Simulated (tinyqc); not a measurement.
## Polycrystalline film, grain-boundary barriers (Seto model): effect of the trap density at a boundary

One-dimensional grains of size Lg with donors N; each boundary has Qt acceptor-like traps per area at one level Et below the band edge. Trapped electrons qt deplete a width w = qt/N (both sides together) and raise a barrier Vb = q N w^2/(8 eps0 eps_r). Current crosses the barriers by thermionic emission at small bias. Abrupt depletion, full ionisation, Boltzmann statistics.

Partly depleted grains: the density at the grain centre is n0 = N and qt = Qt/(1 + 2 (Nc/N) exp((Vb - Et)/Vt)). If that gives qt >= N Lg, the grains are fully depleted: qt = N Lg, w = Lg and n0 = 2 Nc exp((Vb - Et)/Vt)/(Qt/(N Lg) - 1). Resistivity: barriers rb = Vt exp(Vb/Vt)/(q n0 vc Lg), grain interior rg = (1 - w/Lg)/(q mg N); effective mobility 1/(q N (rb + rg)).

Parameters, values chosen for the exercise; values close to those of polycrystalline silicon:
- T = 300 K (temperature)
- eps_r = 11.7 (relative permittivity of the semiconductor)
- Lg = 20 nm (grain size)
- N = 9.8e17 cm^-3 (donor density)
- mg = 260 cm^2/(V s) (mobility inside a grain)
- vc = 3.8e6 cm/s (collection velocity at the barrier)
- Nc = 2.8e19 cm^-3 (conduction-band density of states at T)
- Et = 0.42 eV (trap level below the band edge)

Constants: q = 1.602176634e-19 C, kB = 1.380649e-23 J/K, Vt = kB T/q, eps0 = 8.8541878128e-14 F/cm where lengths are in cm. Results are converted to the units shown.

Effect of the trap density at a boundary:
```
Qt (cm^-2),w/Lg,Vb (V),n0 (cm^-3),resistivity (ohm cm)
1.8e11,0.09184,6.391e-4,9.800e17,0.04445
2.7e11,0.1378,0.001438,9.800e17,0.04402
4e11,0.2041,0.003156,9.800e17,0.04397
5.9e11,0.3010,0.006867,9.800e17,0.04538
8.6e11,0.4388,0.01459,9.800e17,0.05184
1.3e12,0.6633,0.03334,9.800e17,0.08691
1.9e12,0.9693,0.07120,9.800e17,0.3411
2.8e12,1.000,0.07578,2.156e14,1847
```

As Qt goes from 1.8e11 to 2.8e12 cm^-2, the barrier rises from 6.39e-4 to 0.0758 V and the resistivity goes from 0.0445 through a minimum of 0.0440 (at Qt = 4e11 cm^-2 among the rows listed) to 1850 ohm cm. The grains are fully depleted in 1 of the 8 rows. For Qt = 1.8e11 to 1.3e12 cm^-2 the barrier is under 2 Vt, where the depletion and emission pictures are rough.

Numbers from tinyqc (`OMP_NUM_THREADS=1 python tinyqc.py 2610041 2610042 out.jsonl`; about 0.01 s on one thread of a shared Intel Xeon 2.30GHz).
